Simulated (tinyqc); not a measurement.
Comparisons within one model: k.p theory built from an empirical-pseudopotential calculation at Gamma. A value that a table varies takes the place of the one given here.

Empirical pseudopotential on the fcc lattice, atoms at +/- tau, tau = a (1,1,1)/8, no spin-orbit coupling. H(G,G') = c (2 pi/a)^2 |k + G|^2 delta + VS(q) cos(q.tau) + i VA(q) sin(q.tau), q = G - G', c = hbar^2/2m0; k and G in units of 2 pi/a; VS at |q|^2 = 3, 8, 11 and VA at 3, 4, 11, in rydberg, zero elsewhere. The basis is fixed: all 59 G with |G|^2 up to Gcut. Energies are counted from the fourth level at Gamma.

k.p in the lowest n states at Gamma: H_nm = (E_n + c k^2) delta + 2 c k.<n|G|m>, k in 1/angstrom; with all states of the basis it is exact.

Empirical pseudopotential on the fcc lattice, atoms at +/- tau, tau = a (1,1,1)/8, no spin-orbit coupling. H(G,G') = c (2 pi/a)^2 |k + G|^2 delta + VS(q) cos(q.tau) + i VA(q) sin(q.tau), q = G - G', c = hbar^2/2m0; k and G in units of 2 pi/a; VS at |q|^2 = 3, 8, 11 and VA at 3, 4, 11, in rydberg, zero elsewhere. The basis holds all G with |G|^2 up to a cut-off. Energies are counted from the fourth level at Gamma.

For a multiplet A of d_A states, W(B) = (4 c/(3 d_A)) sum over n in A, m in B and i = x, y, z of |<n|G_i|m>|^2 (G in 1/angstrom, <n|G_i|m> = sum_G c_n(G)* G_i c_m(G)); the mean inverse mass of A is 1 + sum_B W(B)/(E_A - E_B). Multiplets with W = 0 are left out.

Valence parameters: D(u) = c + 4 c^2 sum_m <n|u.G|m><m|u.G|n'>/(0 - E_m) on the valence triplet, in units of c, has eigenvalues L, M, M along [100] and (L + 2M + 2N)/3, (L + 2M - N)/3 twice along [111]; g1 = -(L + 2M)/3, g2 = -(L - M)/6, g3 = -N/6.

Constants: hbar^2/2m0 = 3.80998211 eV angstrom^2; Ry = 13.60569312 eV.

Inputs chosen for the exercise (near those of Si; not measured data):
```
symbol  value                  unit        meaning
a       5.436                  angstrom    lattice constant
VS      (-0.21, 0.039, 0.078)  Ry          symmetric form factors
VA      (0, 0, 0)              Ry          antisymmetric form factors
Gcut    12                     (2 pi/a)^2  largest |G|^2 of the fixed basis
VS3     -0.21                  Ry
VS8     0.039                  Ry
VS11    0.078                  Ry
VA3     0                      Ry
VA4     0                      Ry
VA11    0                      Ry
```

## How many bands a k.p model needs: band 5 from Gamma to X

Band 5 (counted from below) at k = f (1, 0, 0) 2 pi/a; n ends on whole multiplets.

Energies (eV):
```
f,n = 8,n = 15,n = 27,n = 59 (exact)
0.000,3.361,3.361,3.361,3.361
0.125,3.449,3.110,3.107,3.107
0.250,3.713,2.564,2.553,2.552
0.375,4.152,1.982,1.962,1.958
0.500,4.768,1.486,1.452,1.445
0.625,5.559,1.125,1.074,1.063
0.750,6.524,0.926,0.853,0.837
0.875,7.664,0.904,0.804,0.783
1.000,8.978,1.003,0.939,0.865
```

With n = 8 the band stays within 0.05 eV of the exact one at Gamma only (error at X: +8.113 eV). With n = 15 the band stays within 0.05 eV of the exact one up to f = 0.500 (error at X: +0.138 eV). With n = 27 the band stays within 0.05 eV of the exact one up to f = 0.875 (error at X: +0.074 eV). A smaller basis can only raise a level. The exact band has its minimum on these points at f = 0.875; n = 8 puts it at f = 0.000.

## Convergence with the plane-wave basis

E_s is the lowest empty singlet, Ep its W to the valence triplet, m its mass.

Results:
```
cut-off,plane waves,E_s (eV),Ep (eV),m (m0),g1,g2,g3
8,27,3.727,21.44,0.1486,4.51,0.45,1.59
11,51,3.811,21.31,0.1523,4.41,0.49,1.51
12,59,3.789,21.30,0.1517,4.56,0.46,1.55
16,65,3.789,21.30,0.1517,4.59,0.45,1.56
19,89,3.769,21.36,0.1507,4.57,0.47,1.56
20,113,3.738,21.40,0.1493,4.57,0.48,1.56
24,137,3.740,21.41,0.1494,4.57,0.48,1.57
```

Against the last row, E_s errs most, by +0.071 eV, at cut-off 11, and by -0.002 eV in the last row but one. Ep varies by 0.7 % over the table and m by 2.5 %: the mass, near E_s/Ep, inherits the errors of both. Local form factors fix the converged values only roughly. The gap is a difference of two levels, so it need not converge steadily, and here it does not.

## What each form factor does (empirical-pseudopotential levels)

Lowest empty singlet and triplet at Gamma and the valence width there (fixed basis); lowest empty level at X = (1,0,0) and L = (1/2,1/2,1/2) from the valence top, these levels and that top with all |k + G|^2 up to 21. Singlet and triplet count orbital degeneracy. VS3 is VS at |q|^2 = 3, and so on. The row for a keeps the form factors fixed, so it is no model of a real expansion, which changes them too. Each row changes one parameter from the base and keeps the others.

Results:
```
case,singlet (eV),triplet (eV),X (eV),L (eV),width (eV)
base,3.789,3.361,0.884,1.795,12.737
a = 5.49 angstrom,3.803,3.385,1.013,1.866,12.434
VS3 = -0.2 Ry,3.850,3.217,0.640,1.702,12.794
VS8 = 0.049 Ry,4.275,3.305,0.965,2.024,12.669
VS11 = 0.088 Ry,4.292,3.597,1.147,2.117,12.569
VA3 = 0.03 Ry,3.824,3.382,0.625,1.790,12.740
VA4 = 0.03 Ry,3.653,3.446,0.437,1.839,12.727
VA11 = 0.03 Ry,3.641,3.315,0.598,1.736,12.757
```

The largest shifts from the base row, up to three for each result and ties (the steps differ in size, so this ranks the rows, not the parameters). singlet (eV): VS11 +0.503, VS8 +0.486, VA11 -0.148. triplet (eV): VS11 +0.237, VS3 -0.144, VA4 +0.086. X (eV): VA4 -0.447, VA11 -0.286, VS11 +0.263. L (eV): VS11 +0.322, VS8 +0.228, VS3 -0.093. width (eV): a -0.303, VS11 -0.168, VS8 -0.068. In a diamond crystal a small VA enters the levels at Gamma and L only in second order, by symmetry, but splits the degenerate pair at X in first order.

(tinyqc, `OMP_NUM_THREADS=1 python tinyqc.py 1080726 1080727 out.jsonl`, Intel(R) Xeon(R) Processor @ 2.30GHz, 1 thread, shared host, about 0.3 s.)
